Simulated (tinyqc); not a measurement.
Epitaxial growth on a vicinal surface: Burton-Cabrera-Frank step flow, step-edge barrier and island nucleation: one step, computed by the program tinyqc. Command: `OMP_NUM_THREADS=1 python tinyqc.py 3004694 3004695 out.jsonl stepflow walk`. One thread of a shared host (Intel(R) Xeon(R) Processor @ 2.30GHz), about 0.03 s of CPU time with the checks.

Adatoms land at rate F, hop on a square grid (a simplification for hexagonal faces), desorb, or join steps. Lengths are in units of a and n is the adatom coverage. Steps ascend at x = 0 and descend at x = l.

Question. Step flow or islands. Island density on a flat surface without desorption: N = 0.25 (F/D)^(i/(i+2)) exp(E_i/((i+2) k_B T)) per site, with E_i = 0 for i = 1; spacing l_n = N^(-1/2). Step flow needs an effective width l_eff = 2 x(peak) below l_n. Temperatures in kelvin are T(C) + 273.15.

Inputs (values chosen for the exercise, close to those used for 4H-SiC(0001)): deposition rate F = 3 layers/s; temperature T = 1380 C; critical nucleus size i = 1.

D = 7045004 a^2/s

position of the peak = 23.43680 a

Constants: k_B = 8.617333262e-05 eV/K.

Give: island density N on a flat surface; island spacing l_n; ratio l_eff/l_n.

Answer.

island density N on a flat surface = 0.001881 per site

island spacing l_n = 23.06 a

ratio l_eff/l_n = 2.033

Islands nucleate on the terraces, and a step-flow solution would overstate the coverage. Caution: twice the distance from the ascending step to the coverage peak exceeds the expected island spacing [0.25 (F/D)^(i/(i+2)) exp(E_i/((i+2) k_B T))]^(-1/2) by 40 % or more, so islands nucleate and the step-flow values are formal. Caution: the prefactor 0.25 and the criterion are estimates, good to a factor of about two in length.
